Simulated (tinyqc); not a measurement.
Inside a calculation. Model: space-charge-limited current through a thin insulating or semi-insulating film with traps. Computed by tinyqc, a small Python program that keeps every step. Command: `OMP_NUM_THREADS=1 python tinyqc.py 3000645 3000646 out.jsonl sclc walk`. One thread of a shared host (Intel(R) Xeon(R) Processor @ 2.30GHz), about 0.01 s of CPU time with the checks. Intermediate numbers are printed to about 7 digits and carried at full precision; extremes and crossings named in words are read from the listed rows.

One ohmic injecting contact at x = 0 (field zero), drift only, non-degenerate free carriers.

Inputs (values chosen for the exercise, modelled on HfO2):
```
quantity                                            value        unit
permittivity eps                                       22           -
band mobility mu                                    0.067  cm^2/(V s)
effective density of states N_c                   1.1e+20      1/cm^3
trap density N_t                                  3.2e+16      1/cm^3
equilibrium Fermi level below the band edge, E_0     0.74          eV
thickness d                                          1700          nm
free density at the anode, in units of N_c        0.00044           -
temperature T                                         300           K
characteristic temperature T_c                        700           K
```

Traps: exponential tail.

Constants: k_B = 8.617333262e-05 eV/K; e = 1.602176634e-19 C; eps_0 = 8.8541878128e-12 F/m.

## Equilibrium and landmark voltages

Free density n_0 = N_c exp(-E_0/k_B T) in equilibrium; trapped density n_t(n) = N_t (n/N_c)^(T/T_c) (the low-temperature form). theta = n/(n + n_t) at the anode density; trap-filled-limit voltage V_TFL = e (N_t - n_t(n_0)) d^2/(2 eps eps_0).

n_0 = 4.073238e+07 1/cm^3

n_t(n_0) = 1.504473e+11 1/cm^3

theta = 0.9764795

V_TFL = 38.03249 V

## One point of the curve

J = e mu n F and (eps eps_0/e) dF/dx = n - n_0 + n_t(n) - n_t(n_0) = rho(n). With F = J/(e mu n): d = (eps eps_0 J/(e^2 mu)) I_1 and V = (eps eps_0 J^2/(e^3 mu^2)) I_2, I_k = int_(n_L)^infinity dn/(n^(k+1) rho(n)), n_L the density at the anode; with u = n_L/n, 200 Gauss-Legendre points in t, u = 1 - (1 - t)^2. Anode field J/(e mu n_L); Mott-Gurney current (9/8) eps eps_0 mu V^2/d^3; ohmic current e n_0 mu V/d.

I_1 = 2.095207e-34 cm^6

I_2 = 2.881700e-51 cm^9

current density J = 716.3846 A/cm^2

voltage V = 156.0385 V

anode field over mean field V/d = 1.502217

trap-free Mott-Gurney current = 727.6385 A/cm^2

ohmic current = 4.013358e-07 A/cm^2

J is 0.985 times the trap-free law and 1.79e9 times the ohmic current; theta is 0.976. The field ratio is 1 for ohmic flow, 3/2 for the square law and 2 for a uniform fixed charge; here 1.50. Caution: J V exceeds 1e5 W/cm^2, where self-heating, left out here, would matter.

## The whole curve

The last column is d ln J/d ln V up to the next row.

Current against voltage:
```
n_L (1/cm^3)         V (V)    J (A/cm^2)     slope
4.30e+07      5.237085e-05  1.790039e-13  2.016404
3.70e+08      5.613983e-04  2.138578e-11  2.919893
3.30e+09      1.779832e-03  6.213081e-10  3.141836
2.80e+10      4.843158e-03  1.442843e-08  3.148696
2.50e+11      1.338510e-02  3.542795e-07  2.970185
2.20e+12      3.998727e-02  9.142720e-06  2.634744
1.90e+13      1.465863e-01  2.802354e-04  2.304365
1.70e+14      7.671681e-01  1.270265e-02  2.114101
1.40e+15      5.010639e+00  6.712626e-01  2.036695
1.30e+16      4.270271e+01  5.274296e+01  2.010854
1.10e+17      3.523882e+02  3.674896e+03  2.003213
9.60e+17      3.052123e+03  2.775994e+05         -
```

The slope starts at 2.02, peaks at 3.1 between 0.00484 and 0.0134 V and ends at 2.00. Rows below 0.26 V (10 k_B T/e) are formal, since diffusion from the contact rules there. Self-heating is left out, although J V exceeds 1e5 W/cm^2 at the last row. Rows above 510 V are formal, since the mean field exceeds 3 MV/cm and breakdown sets in. An exponential tail gives the power law T_c/T + 1 = 3.33, which the middle rows approach.

Checks made by the program: trap-free limit against the Mott-Gurney law (relative difference 5e-08).
